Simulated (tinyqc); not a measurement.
Closing and inverting the gap: three-level Kane dispersion of a narrow-gap semiconductor.

Zero of energy at Gamma8, c = hbar^2/2m0, P^2 = Ep c. The free-electron term and remote bands are left out, so the heavy holes are flat at E = 0 and the other three bands obey E (E - Eg)(E + Dso) = P^2 k^2 (E + 2 Dso/3). The conduction band is the highest root; its edge is Ec = max(Eg, 0).

Constants: hbar^2/2m0 = 3.80998211 eV angstrom^2.

Parameters, chosen for this exercise (out of a larger set: near those of grey Sn; not measured data):
```
symbol  value  unit        meaning
Dso     0.79   eV          spin-orbit splitting
Ep      22.5   eV          Kane energy
k       0.027  1/angstrom  wave vector
```

Eg is varied at fixed k, Dso and Ep. Edge mass: Eg (Eg + Dso)/(Ep (Eg + 2 Dso/3)) for Eg > 0, 3 |Eg|/(2 Ep) for Eg < 0. The Gamma6 weight of the conduction state is 1/(1 + P^2 k^2 [(2/3)/E^2 + (1/3)/(E + Dso)^2]).

Results:
```
Eg (eV),m0*,highest root (eV),middle (eV),lowest (eV),E - Ec (meV),Gamma6 weight
-0.300,0.02000,0.1082,-0.3651,-0.8331,108.2,0.218
-0.150,0.01000,0.1500,-0.2665,-0.8234,150.0,0.348
-0.060,0.00400,0.1857,-0.2163,-0.8194,185.7,0.448
-0.015,0.00100,0.2071,-0.1944,-0.8177,207.1,0.502
0.060,0.00386,0.2480,-0.1628,-0.8153,188.0,0.589
0.150,0.00926,0.3054,-0.1326,-0.8129,155.4,0.683
0.300,0.01758,0.4171,-0.0974,-0.8097,117.1,0.798
```

Give the missing row, Eg (eV) = 0.015.

Computed row:
```
Eg (eV)      m0*  highest root (eV)  middle (eV)  lowest (eV)  E - Ec (meV)  Gamma6 weight
0.015    0.00099             0.2227      -0.1810      -0.8167         207.7          0.537
```

The edge mass vanishes with |Eg| from both sides, yet the kinetic energy at this k stays finite, at most 207.7 meV in the table; at Eg = 0 the two-level form, without the split-off band, gives the linear value sqrt(2/3) P k = 204.1 meV. The Gamma6 weight of the conduction state goes smoothly from 0.22 to 0.80 and is 0.50 and 0.54 in the two rows next to Eg = 0: at finite k nothing jumps at the inversion.

Program tinyqc; command `OMP_NUM_THREADS=1 python tinyqc.py 1080865 1080866 out.jsonl`; about 0.01 s on one thread of a shared Intel(R) Xeon(R) Processor @ 2.30GHz.
